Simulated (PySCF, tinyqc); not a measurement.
Worked calculation (part 2 of 2): RHF in the 6-31g basis, for H3-, spin multiplicity 1. The basis has no diffuse functions, so it cannot describe the extra electron: this is an exercise in the method, not the real anion. The lowest restricted solution is unstable here: a spin-polarised one lies 0.0666 hartree lower (PySCF). Computed by tinyqc, a small Python program that keeps every step (integrals from PySCF). Command: `OMP_NUM_THREADS=1 python tinyqc.py 20544 20545 out.jsonl` (the two numbers bound the seeds that draw the settings). One thread of a shared host (Intel(R) Xeon(R) Processor @ 2.60GHz), about 0.07 s of CPU time with the checks.

Geometry (angstrom):
```
atom        x        y        z
H     0.00000  0.00000  0.00000
H     0.00000  0.00000  0.94800
H     0.00000  0.82100  0.47400
```

## Iteration 3: diagonalisation and new density

extrapolated F (hartree):
```
          1H 1s     1H 2s     2H 1s     2H 2s     3H 1s     3H 2s
1H 1s   0.30514  -0.30233  -0.38885  -0.35500  -0.30288  -0.30648
1H 2s  -0.30233  -0.12128  -0.35500  -0.22597  -0.28329  -0.18329
2H 1s  -0.38885  -0.35500   0.30514  -0.30233  -0.30288  -0.30648
2H 2s  -0.35500  -0.22597  -0.30233  -0.12128  -0.28329  -0.18329
3H 1s  -0.30288  -0.28329  -0.30288  -0.28329   0.34783  -0.30332
3H 2s  -0.30648  -0.18329  -0.30648  -0.18329  -0.30332  -0.11383
```

X:
```
          1H 1s     1H 2s     2H 1s     2H 2s     3H 1s     3H 2s
1H 1s   1.26587  -0.50800  -0.06327   0.02857  -0.06327   0.02857
1H 2s  -0.50800   1.93422   0.02857  -0.54078   0.02857  -0.54077
2H 1s  -0.06327   0.02857   1.26587  -0.50800  -0.06327   0.02857
2H 2s   0.02857  -0.54078  -0.50800   1.93422   0.02857  -0.54077
3H 1s  -0.06327   0.02857  -0.06327   0.02857   1.26587  -0.50800
3H 2s   0.02857  -0.54077   0.02857  -0.54077  -0.50800   1.93422
```

Diagonalise F' = X^T F X, C = X C', fill 2 alpha and 2 beta electrons from the bottom; D = 2 C_occ C_occ^T. Each column has its largest component positive (the first on a tie).

F' = X^T F X (hartree):
```
          1         2         3         4         5         6
1   0.88433  -0.56051  -0.29672  -0.11495  -0.22548  -0.05002
2  -0.56051   0.52241  -0.11495  -0.17878  -0.03151  -0.09237
3  -0.29672  -0.11495   0.88433  -0.56051  -0.22548  -0.05002
4  -0.11495  -0.17878  -0.56051   0.52241  -0.03151  -0.09237
5  -0.22548  -0.03151  -0.22548  -0.03151   0.94892  -0.65017
6  -0.05002  -0.09237  -0.05002  -0.09237  -0.65017   0.50279
```

orbital energies (hartree): MO1 -0.38663, MO2 0.18774, MO3 0.43507, MO4 1.05814, MO5 1.44716, MO6 1.52369

coefficients C:
```
           MO1       MO2       MO3       MO4       MO5       MO6
1H 1s  0.26739  -0.08683   0.15619   0.72649  -1.00144   0.48584
1H 2s  0.21751  -0.72602   1.30794  -0.60322   1.22314  -0.66387
2H 1s  0.26739  -0.08683  -0.15619   0.72649   1.00144   0.48584
2H 2s  0.21751  -0.72602  -1.30794  -0.60322  -1.22314  -0.66387
3H 1s  0.21688   0.23404   0.00000   0.51441   0.00000  -1.22626
3H 2s  0.12870   1.47222   0.00000  -0.35567   0.00000   1.50839
```

D after iteration 3:
```
          1H 1s     1H 2s     2H 1s     2H 2s     3H 1s     3H 2s
1H 1s   0.15807   0.24240   0.15807   0.24240   0.07534  -0.18685
1H 2s   0.24240   1.14885   0.24240   1.14885  -0.24550  -2.08175
2H 1s   0.15807   0.24240   0.15807   0.24240   0.07534  -0.18685
2H 2s   0.24240   1.14885   0.24240   1.14885  -0.24550  -2.08175
3H 1s   0.07534  -0.24550   0.07534  -0.24550   0.20362   0.74495
3H 2s  -0.18685  -2.08175  -0.18685  -2.08175   0.74495   4.36800
```

## Iteration 7 (converged): orbitals

converged F (hartree):
```
          1H 1s     1H 2s     2H 1s     2H 2s     3H 1s     3H 2s
1H 1s   0.30516  -0.30237  -0.38897  -0.35507  -0.30313  -0.30665
1H 2s  -0.30237  -0.12119  -0.35507  -0.22590  -0.28331  -0.18325
2H 1s  -0.38897  -0.35507   0.30516  -0.30237  -0.30313  -0.30665
2H 2s  -0.35507  -0.22590  -0.30237  -0.12119  -0.28331  -0.18325
3H 1s  -0.30313  -0.28331  -0.30313  -0.28331   0.34754  -0.30347
3H 2s  -0.30665  -0.18325  -0.30665  -0.18325  -0.30347  -0.11388
```

As before.

F' = X^T F X (hartree):
```
          1         2         3         4         5         6
1   0.88447  -0.56054  -0.29678  -0.11497  -0.22573  -0.05018
2  -0.56054   0.52250  -0.11497  -0.17875  -0.03139  -0.09225
3  -0.29678  -0.11497   0.88447  -0.56054  -0.22573  -0.05018
4  -0.11497  -0.17875  -0.56054   0.52250  -0.03139  -0.09225
5  -0.22573  -0.03139  -0.22573  -0.03139   0.94868  -0.65027
6  -0.05018  -0.09225  -0.05018  -0.09225  -0.65027   0.50267
```

orbital energies (hartree): MO1 -0.38676, MO2 0.18759, MO3 0.43515, MO4 1.05818, MO5 1.44735, MO6 1.52378

coefficients C:
```
           MO1       MO2       MO3       MO4       MO5       MO6
1H 1s  0.26750  -0.08662  -0.15614   0.72626  -1.00144   0.48617
1H 2s  0.21714  -0.72637  -1.30800  -0.60270   1.22307  -0.66408
2H 1s  0.26750  -0.08662   0.15614   0.72626   1.00144   0.48617
2H 2s  0.21714  -0.72637   1.30800  -0.60270  -1.22307  -0.66408
3H 1s  0.21704   0.23405   0.00000   0.51483   0.00000  -1.22605
3H 2s  0.12916   1.47218   0.00000  -0.35690   0.00000   1.50811
```

D after iteration 7:
```
          1H 1s     1H 2s     2H 1s     2H 2s     3H 1s     3H 2s
1H 1s   0.15812   0.24201   0.15812   0.24201   0.07557  -0.18595
1H 2s   0.24201   1.14954   0.24201   1.14954  -0.24576  -2.08261
2H 1s   0.15812   0.24201   0.15812   0.24201   0.07557  -0.18595
2H 2s   0.24201   1.14954   0.24201   1.14954  -0.24576  -2.08261
3H 1s   0.07557  -0.24576   0.07557  -0.24576   0.20377   0.74519
3H 2s  -0.18595  -2.08261  -0.18595  -2.08261   0.74519   4.36797
```

## Convergence

Stop when the energy changes by less than 1e-09 hartree and every element of the error matrix X^T (F D S - S D F) X is below 9e-06.

Course of the cycle:
```
iteration  E (hartree)     change  largest element of the error matrix
1           -0.8931913          -                             7.59e-01
2           -1.2760641  -3.83e-01                             2.12e-02
3           -1.2769351  -8.71e-04                             4.95e-03
4           -1.2769780  -4.29e-05                             2.85e-04
5           -1.2769783  -2.43e-07                             2.13e-05
6           -1.2769783  -2.86e-09                             5.70e-06
7           -1.2769783  -1.71e-11                             1.01e-07
```

PySCF RHF in the same basis = -1.2769783 hartree

Converged in 7 iterations.

## Populations, bond orders and dipole

overlap S:
```
         1H 1s    1H 2s    2H 1s    2H 2s    3H 1s    3H 2s
1H 1s  1.00000  0.65829  0.28820  0.43175  0.28820  0.43175
1H 2s  0.65829  1.00000  0.43175  0.77198  0.43175  0.77198
2H 1s  0.28820  0.43175  1.00000  0.65829  0.28820  0.43175
2H 2s  0.43175  0.77198  0.65829  1.00000  0.43175  0.77198
3H 1s  0.28820  0.43175  0.28820  0.43175  1.00000  0.65829
3H 2s  0.43175  0.77198  0.43175  0.77198  0.65829  1.00000
```

Mulliken: Z minus the diagonal of D S on the atom; Loewdin: the same with S^(1/2) D S^(1/2); Mayer order: 2 sum_s sum (D(s) S)_ij (D(s) S)_ji over the two atoms.

Charges (e):
```
atom  Mulliken   Loewdin
1H     0.00408  -0.00424
2H     0.00408  -0.00424
3H    -1.00817  -0.99152
```

Mayer bond orders:
```
pair     order
2-1    1.09500
3-1   -0.19816
3-2   -0.19816
```

dipole moment about the origin, x y z (debye): 0.00000  -3.84760  -2.27672
